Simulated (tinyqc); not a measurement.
# Lossy package transmission line with skin effect: what changes with what

A uniform line in a homogeneous dielectric: c = sqrt(er)/(c0 Z0), l = Z0 sqrt(er)/c0 (c0 = 299792458 m/s), g = w c td, w = 2 pi f. The resistance joins its limits as r = sqrt(r_dc^2 + r_hf^2), with r_dc = rho/(wd th), r_hf = kr rho/(2 delta (wd + th)), delta = sqrt(rho/(pi f mu0)), mu0 = 4 pi 1e-7 H/m; this is an interpolation, and internal inductance, up to 0.05 nH/mm at low frequency, is neglected.

Parameters, values chosen for the exercise:
```
symbol,value,unit,meaning
wd,19,um,width of the strip
th,8.9,um,thickness of the strip
rho,2,uohm cm,resistivity
er,3.5,,relative permittivity
td,0.01,,loss tangent
Z0,75,ohm,lossless impedance sqrt(l/c)
kr,2,,factor for crowding and the return path
len,3,mm,length
Rg,10,ohm,source resistance
RL,1000,ohm,load resistance
CL,20,fF,load capacitance
f,2.8,GHz,frequency
```

Each table varies one quantity; the others keep the values above.

## Line properties against frequency

gamma = sqrt((r + i w l)(g + i w c)) = alpha + i beta, Zc = sqrt((r + i w l)/(g + i w c)), roots with positive real part; loss 8.685889638 alpha in dB; phase velocity w/beta. ZL = 1/(1/RL + i w CL); reflection (ZL - Zc)/(ZL + Zc); Zin = Zc (ZL + Zc tanh(gamma len))/(Zc + ZL tanh(gamma len)); H = V_load/V_source = [Zin/(Zin + Rg)]/[cosh(gamma len) + (Zc/ZL) sinh(gamma len)].

Line properties against frequency:
```
f (GHz)	r (ohm/mm)	r/(w l)	loss (dB/mm)	|Zc| (ohm)	phase velocity over c0	length in wavelengths	|H| (dB)
0.01	0.12249	4.1652	0.0043915	155.22	0.33016	3.0309e-4	-0.089594
0.03	0.13051	1.4793	0.0064637	100.22	0.45412	6.6107e-4	-0.089775
0.09	0.15204	0.57448	0.0086443	80.541	0.51583	0.0017460	-0.089933
0.3	0.21076	0.23889	0.012634	76.046	0.53111	0.0056525	-0.086278
0.8	0.30844	0.13111	0.019188	75.318	0.53355	0.015004	-0.052811
2	0.46568	0.079177	0.030353	75.115	0.53420	0.037465	0.16722
7	0.85090	0.041336	0.061184	75.030	0.53446	0.13106	3.5543
20	1.4292	0.024300	0.11681	75.009	0.53451	0.37443	1.2397
60	2.4698	0.013998	0.24519	75.002	0.53452	1.1233	6.9928
```

Read the table: what changes, and by how much?

r equals w l at 0.0465 GHz: below it |Zc| and the delay grow as in an RC line, above it |Zc| tends to Z0 = 75 ohm and the velocity to 1/sqrt(er) = 0.535 c0. The loss goes as f^(0.35) between the first two rows and f^(0.67) between the last two. |H| is -0.0896 dB in the first row and 6.99 dB in the last; between rows it can pass through resonances that the table doesn't show.

## Effect of the length

Same model as above.

The same in every row: r (ohm/mm) = 0.5459; r/(w l) = 0.06630; loss (dB/mm) = 0.03636; |Zc| (ohm) = 75.08; phase velocity over c0 = 0.5343.

Effect of the length:
```
len (mm)	length in wavelengths	|H| (dB)
0.3	0.005244	-0.07649
0.52	0.009090	-0.06344
0.92	0.01608	-0.02723
1.6	0.02797	0.07150
2.8	0.04894	0.3626
4.9	0.08565	1.257
8.6	0.1503	4.318
15	0.2622	10.70
```

As len goes from 0.3 to 15, the loss stays at 0.0364 dB/mm, |Zc| stays at 75.1 ohm and |H| goes from -0.0765 to 10.7 dB, with its highest value among the rows, 10.7 dB, at len = 15.

tinyqc, about 0.01 s, one thread, Intel Xeon 2.30GHz (shared host): `OMP_NUM_THREADS=1 python tinyqc.py 2810168 2810169 out.jsonl`
